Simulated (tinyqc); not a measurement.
Input admittance of a MOSFET at zero drain bias: distributed channel and distributed gate: one step of the calculation.

Source and drain grounded, strong inversion, w = 2 pi f, Cox = eps0 eox/tox. The channel is an RC line of resistance 1/(mu Cox Vo) per square fed from both ends, so one finger has the intrinsic admittance y = i w Cox L tanh(g)/g per width, g = (1/2) sqrt(i w tau), tau = L^2/(mu Vo). The vertical resistance rv/L is in series with y, the overlaps 2 i w Cov in parallel: y_t = 1/(1/y + rv/L) + 2 i w Cov. The gate strip is a line of Rsh/L per length loaded by y_t, so a finger has Y = y_t Wf tanh(k)/k, k = (Wf/sd) sqrt(y_t Rsh/L); the device has Nf Y.

Question. Admittance of the channel and stack per width. tau, g, c = Cox L, y and y_t as defined.

Parameters, values chosen for the exercise; values of the order met in silicon radio-frequency transistors:
```
symbol,value,unit,meaning
eox,3.9,,relative permittivity of the gate insulator (close to silicon dioxide)
tox,6,nm,insulator thickness
L,0.99,um,channel length
mu,370,cm^2/(V s),channel mobility
Vo,0.61,V,gate overdrive
rv,3.9,ohm um^2,vertical resistivity of the gate stack
Cov,0.37,fF/um,overlap and fringe capacitance on each side
f,13,GHz,frequency
```

Constants: eps0 = 8.8541878128e-14 F/cm where lengths are in cm. Results are converted to the units shown.

Wanted: tau; g; c; y; y_t.

Answer.

tau = 43.425 ps
g = 0.66586+0.66586i
c = 5.6977 fF/um
y = 122.05+422.17i uS/um
y_t = 122.70+482.21i uS/um

w tau = 3.55, and Im y is 0.907 of w c.

Numbers from tinyqc (`OMP_NUM_THREADS=1 python tinyqc.py 2262227 2262228 out.jsonl`; about 0.01 s on one thread of a shared Intel Xeon 2.30GHz).
